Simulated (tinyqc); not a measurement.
One-electron ion in a basis of Gaussians, step by step. One step of it, computed by the program tinyqc.

Question. Generalised eigenproblem. Solve H C = S C e through S^(-1/2); each column has its largest component positive (the first on a tie).

H = T + V (hartree):
```
           1          2          3          4          5
1  -0.043444  -0.031197  -0.010316  -0.002302  -0.000442
2  -0.031197  -0.049614  -0.035212  -0.015725  -0.004086
3  -0.010316  -0.035212   0.051395   0.039420  -0.011562
4  -0.002302  -0.015725   0.039420   0.710104   0.521862
5  -0.000442  -0.004086  -0.011562   0.521862   3.864734
```

S:
```
          1         2         3         4         5
1  1.000000  0.455244  0.070273  0.007193  0.000656
2  0.455244  1.000000  0.455315  0.070273  0.007196
3  0.070273  0.455315  1.000000  0.455246  0.070289
4  0.007193  0.070273  0.455246  1.000000  0.455385
5  0.000656  0.007196  0.070289  0.455385  1.000000
```

Give: eigenvalues of S; eigenvalues; coefficients.

Answer.

eigenvalues of S: 0.2887  0.5151  0.9065  1.4140  1.8757

eigenvalues (hartree): -0.0549  -0.0289  0.1004  0.8794  4.5767

coefficients:
```
        1        2        3        4        5
1  0.4277   1.0245   0.2622  -0.0673   0.0209
2  0.6908  -0.7773  -0.7476   0.2239  -0.0696
3  0.0901  -0.1054   1.1420  -0.6185   0.2005
4  0.0040  -0.0037  -0.0206   1.1747  -0.5612
5  0.0003  -0.0004   0.0073  -0.0622   1.1412
```

For Z = 1 and l = 2 the exact lowest level is -Z^2/(2 n^2) with n = l + 1: -0.055556 hartree.
